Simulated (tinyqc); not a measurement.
# Metal-interlayer-semiconductor contact, depinning against tunnelling resistance, step by step

Numbers from tinyqc (`OMP_NUM_THREADS=1 python tinyqc.py 2270032 2270033 out.jsonl`; about 0.02 s on one thread of a shared Intel Xeon 2.30GHz). Printed values are rounded.

Zero bias, n-type semiconductor. Gap states at the semiconductor surface thin out as exp(-be ti), which unpins the barrier; electrons must then cross the interlayer (a rectangular barrier, no voltage drop across it) and the parabolic depleted layer, both by WKB. Energies E are counted from the Fermi level; no image force, parabolic bands.

Inputs (values chosen for the exercise); semiconductor values close to those of gallium nitride; interlayer mass of the order of that in aluminium oxide, offset chosen freely:
```
symbol,value,unit,meaning
T,300,K,temperature
Eg,3.43,eV,band gap
eps_r,9.19,,relative permittivity
chi,3.97,eV,electron affinity
Nc,2.3e18,cm^-3,conduction-band density of states at T
mt,0.193,m0,tunnelling mass in the semiconductor
mA,0.197,m0,Richardson mass
Nd,2.8e18,cm^-3,donor density
E0,2.4,eV,charge-neutrality level above the valence band
S0,0.62,,pinning factor without interlayer
phiM,4.11,eV,metal work function
ti,1.8,nm,interlayer thickness
dE,2.5,eV,conduction-band offset of the interlayer above the semiconductor
mi,0.34,m0,tunnelling mass in the interlayer
be,5.3,1/nm,decay constant of gap states through the interlayer
```

Constants: q = 1.602176634e-19 C, kB = 1.380649e-23 J/K, eps0 = 8.8541878128e-12 F/m, hbar = 1.054571817e-34 J s, h = 6.62607015e-34 J s, m0 = 9.1093837015e-31 kg, Vt = kB T/q, hbar^2/(2 m0) = 0.0380998212 eV nm^2. Results are converted to the units shown.

Range of the model: The depletion charge would drop about 0.076 V across such an interlayer (eps_r near 9) at ti = 1.8 nm and Nd = 2.8e18 cm^-3, against a band bending of 0.16 V; this model leaves that drop out.

## Pinning, barrier and scales

S = 1/(1 + (1/S0 - 1) exp(-be ti)); phiB = S (phiM - chi) + (1 - S)(Eg - E0); xi = Ec - EF deep inside, from Nd = Nc F(-xi/Vt), F(x) = (2/sqrt(pi)) int_0^infinity sqrt(u) du/(1 + exp(u - x)); band bending U = phiB - xi; E00 = (hbar/2) sqrt(Nd/(eps0 eps_r mt m0)) in volts; A = 4 pi q mA m0 kB^2/h^3.

S = 0.9999559
phiB = 0.1400392 eV
xi = -0.01602941 eV
U = 0.1560686 eV
E00 = 0.02332759 eV
A = 23.67413 A/(cm^2 K^2)

The interlayer moves the barrier from 0.478 eV to 0.140 eV; the unpinned limit is phiM - chi = 0.140 eV. E00/Vt = 0.902: by the usual rule of thumb (0.5 to 5) thermionic-field emission.

## Exponents and integrand on an energy grid

```
point,E (eV)
0,-0.01
1,0.01231
2,0.03462
3,0.05692
4,0.07923
5,0.10154
6,0.12385
7,0.14615
8,0.16846
9,0.19077
10,0.21308
11,0.23538
12,0.25769
13,0.28
```

With U = phiB - xi: for xi < E < phiB, y = (E - xi)/U and G1 = (U/E00) [sqrt(1 - y) - y ln((1 + sqrt(1 - y))/sqrt(y))], G1 = 0 above phiB; G2 = 2 ti sqrt(mi max(phiB + dE - E, 0)/C), C = hbar^2/(2 m0); f = 1/(1 + exp(E/Vt)); integrand exp(-G1 - G2) f.

```
point,G1,G2,f,integrand (1e-10)
0,5.962694,17.50679,0.5955163,0.382142
1,4.233456,17.43295,0.3831564,1.492029
2,2.974398,17.35878,0.2076480,3.067180
3,1.979630,17.28434,0.09959220,4.285395
4,1.187512,17.20953,0.04458479,4.565110
5,0.576736,17.13440,0.01930793,3.925411
6,0.152249,17.05894,0.008237948,2.761169
7,0.000000,16.98318,0.003493560,1.470841
8,0.000000,16.90705,0.001476912,0.670992
9,0.000000,16.83057,6.236402e-4,0.305852
10,0.000000,16.75374,2.632081e-4,0.139394
11,0.000000,16.67659,1.111071e-4,0.063561
12,0.000000,16.59905,4.687898e-5,0.028980
13,0.000000,16.52114,1.977873e-5,0.013218
```

## Contact resistivity

1/rho_c = (A T^2/Vt^2) I, with I the trapezoid sum of the integrand over the grid.

I = 5.124819e-11 eV
rho_c = 6.1206 ohm cm^2

A fine grid from xi upwards gives rho_c = 6.076 ohm cm^2; the coarse value is 0.73 % above it. The integrand peaks at E = 0.074 eV, and 10 % of the current flows above phiB. Tunnelling through the interlayer costs a factor of 2.97e7 at this barrier height; the bare contact (ti = 0) has rho_c = 0.00309 ohm cm^2, so with the interlayer rho_c is 1960 times that.
